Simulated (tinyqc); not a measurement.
Worked calculation: static screening by free carriers. Values are carried at full precision from step to step, so a last printed digit may differ when a step is redone from the rounded ones.

kF = (3 pi^2 n/Mv)^(1/3), EF = c kF^2/m with c = hbar^2/2m0, n in 1/angstrom^3 (1e-24 per 1/cm^3), e2 = e^2/(4 pi eps0). Thomas-Fermi: qTF^2 = 6 pi e2 n/(eps EF). Debye: qD^2 = 4 pi e2 n/(eps kB T).

Constants: hbar^2/2m0 = 3.80998211 eV angstrom^2; e^2/(4 pi eps0) = 14.39964547 eV angstrom; kB = 8.617333262e-05 eV/K; a0 (Bohr radius) = 0.5291772105 angstrom; hbar = 6.58211957e-16 eV s.

Inputs chosen for the exercise (near those of InAs; not measured data): n = 2.4e+16 1/cm^3 (carrier density); m = 0.0261 m0 (mass of one isotropic valley); Mv = 1 (valleys); eps = 15 (background dielectric constant); T = 300 K; q = 0.0119 1/angstrom (wave vector); aD = 175.9 angstrom (trial radius); NI = 2.4e+16 1/cm^3 (ionised impurities).

## Fermi and screening wave vectors

Also the effective Bohr radius aB = a0 eps/m and rs = (3/(4 pi n))^(1/3)/aB.

kF = 0.0089237 1/angstrom
EF at 0 K = 11.62 meV
EF/kT = 0.450
qTF = 0.0061123 1/angstrom
qD = 0.0033465 1/angstrom
aB = 304.1 angstrom
rs = 0.707

The gas is not degenerate, so the Debye value applies.

## Screening at finite temperature

F_j(eta) = (1/Gamma(j + 1)) integral_0^infinity x^j dx/(1 + exp(x - eta)), which tends to exp(eta) for eta << 0.

At finite T: qs^2 = qD^2 F_-1/2(eta)/F_1/2(eta), where n = Mv N F_1/2(eta) and N = 2 (m kB T/(4 pi c))^(3/2) with c = hbar^2/2m0, in 1/angstrom^3; times 1e24 for 1/cm^3.

Solve for eta and form qs.

n/(Mv N) = 0.2268
eta = -1.404
qs = 0.003221 1/angstrom
screening length 1/qs = 310.5 angstrom

qs is 0.962 of the Debye value and 0.527 of the Thomas-Fermi value.

## Lindhard function at one q

Lindhard at zero temperature: eps(q)/eps = 1 + (qTF/q)^2 L(x), x = q/(2 kF), L(x) = 1/2 + ((1 - x^2)/(4x)) ln|(1 + x)/(1 - x)|.

Compare with Thomas-Fermi, 1 + (qTF/q)^2.

x = 0.6668
L(x) = 0.8352
eps(q)/eps, Lindhard = 1.220
eps(q)/eps, Thomas-Fermi = 1.264

The carriers respond with 84 % of their long-wave strength at this q. The zero-temperature form is an exercise here: at the temperature of this gas EF is only 0.45 kT.

## A donor in the screened potential

Donor in the screened potential -(e2/eps) exp(-qs r)/r with the trial function exp(-r/a): E(a) = c/(m a^2) - (e2/eps) 4/(a (2 + qs a)^2), e2 = e^2/(4 pi eps0), c = hbar^2/2m0; isotropic mass.

Evaluate both terms at a = aD.

kinetic term = 4.718 meV
potential term = -3.314 meV
E(aD) = 1.404 meV
unscreened level -m Ry/eps^2 (Ry = 13.60569312 eV) = -1.578 meV

This trial radius gives no binding, but a = 575.3 angstrom does, with E = -0.01 meV.

## Ionised-impurity scattering at E = 3 kT

Brooks-Herring rate for an electron of energy E: 1/tau = NI (pi e2^2/(eps^2 hbar)) (sqrt(c/m)/E^(3/2)) Phi(b), with Phi = ln(1 + b) - b/(1 + b), b = (2k/qs)^2, k^2 = m E/c, NI in 1/angstrom^3.

e2 = e^2/(4 pi eps0), c = hbar^2/2m0; mobility estimate mu = tau/(m m0/e) with m0/e = 5.685630e-12 kg/C, times 1e4 for cm^2/(V s).

b = 204.9
Phi = 4.3322
1/tau = 2.56e+11 1/s
mu at this energy = 2.63e+05 cm^2/(V s)

b is well above 1, the regime that the Brooks-Herring formula is meant for; a true mobility averages tau over the distribution.

## Checks

- Scattering rate against the golden-rule integral over angles (1/s): both 2.558e+11.
- L(x) at x = 0.7 against the integral over the Fermi sphere: both 0.81595.

Computed by tinyqc, a small Python program: `OMP_NUM_THREADS=1 python tinyqc.py 1652440 1652441 out.jsonl` (the numbers bound the seed that draws the inputs); one thread of a shared host (Intel(R) Xeon(R) Processor @ 2.30GHz), about 0.01 s for the whole set of steps.
